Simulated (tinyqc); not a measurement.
Donor near an oxide interface in a gate field (two-state model): one step. The interface state across the interface. Three cases, with inputs chosen for the exercise.

Question. Solve c b/(2 mz) - 3 e F/b^2 + q Q/(8 eps) = 0; give Q, b, the three terms of E_z and <z> = 3/b.

Interface at z = 0 (hard wall), donor at z = d, field F pulling electrons to the interface: potential e F z; 1 kV/cm = 1e-5 eV/angstrom, c = hbar^2/2m0, q = e^2/(4 pi eps0), Q = (eps - eo)/(eps + eo). Donor state: E_D = e F d - ED - q Q/(4 eps d), the last term joining the images of ion and electron. Interface state: z exp(-b z/2) exp(-rho^2/(2 L^2)) with E_z = c b^2/(4 mz) + 3 e F/b + q Q b/(8 eps), minimised over b; in the plane at z = 3/b the ion (distance D = d - 3/b) and its image (D' = d + 3/b) give E_rho = c/(mt L^2) - (q/eps)(sqrt(pi)/L)[erfcx(D/L) + Q erfcx(D'/L)], erfcx(x) = exp(x^2) erfc(x), minimised over L. E_I = E_z + E_rho.

Constants: hbar^2/2m0 = 3.80998211 eV angstrom^2; e^2/(4 pi eps0) = 14.39964547 eV angstrom.

Give: Q; b; kinetic, field and image terms; <z>.

Case 1.

Values chosen (near those of a donor in Si below SiO2, static dielectric constants; the results hold for these values, not for the real material): d = 130 angstrom (depth of the donor); ED = 54.6 meV (bulk binding energy); mz = 0.904 m0 (mass across the interface); mt = 0.194 m0 (mass in the plane); eps = 11.6 (dielectric constant of the semiconductor); eo = 3.9 (dielectric constant of the oxide); F = 60.7 kV/cm (field in the semiconductor).

Answer.

Q = 0.4968
b = 0.08449 1/angstrom

kinetic, field and image terms (meV): [7.52, 21.55, 6.51]

<z> = 35.5 angstrom

The image pushes the electron away from the oxide; without it <z> would be 31.5 angstrom.

Case 2.

Values chosen (near those of a donor in Si below Si3N4, static dielectric constants; the results hold for these values, not for the real material): d = 110 angstrom (depth of the donor); ED = 31.7 meV (bulk binding energy); mz = 0.934 m0 (mass across the interface); mt = 0.194 m0 (mass in the plane); eps = 11.6 (dielectric constant of the semiconductor); eo = 7.5 (dielectric constant of the oxide); F = 45.5 kV/cm (field in the semiconductor).

Answer.

Q = 0.2147
b = 0.08235 1/angstrom

kinetic, field and image terms (meV): [6.92, 16.58, 2.74]

<z> = 36.4 angstrom

The image pushes the electron away from the oxide; without it <z> would be 34.3 angstrom.

Case 3.

Values chosen (near those of a donor in Si below HfO2, static dielectric constants; the results hold for these values, not for the real material): d = 150 angstrom (depth of the donor); ED = 31.4 meV (bulk binding energy); mz = 0.913 m0 (mass across the interface); mt = 0.194 m0 (mass in the plane); eps = 11.4 (dielectric constant of the semiconductor); eo = 22 (dielectric constant of the oxide); F = 28.5 kV/cm (field in the semiconductor).

Answer.

Q = -0.3174
b = 0.08321 1/angstrom

kinetic, field and image terms (meV): [7.22, 10.28, -4.17]

<z> = 36.1 angstrom

The image pulls the electron towards the oxide; without it <z> would be 40.4 angstrom. The sign rests on the static constant; with the high-frequency one of such an oxide, about 4, the image would repel.

Computed by tinyqc, one run a case: `OMP_NUM_THREADS=1 python tinyqc.py N N+1 out.jsonl` with N = 1250220, 1250226, 1250244; one thread of a shared Intel(R) Xeon(R) Processor @ 2.30GHz, about 0.07 s a run at most.
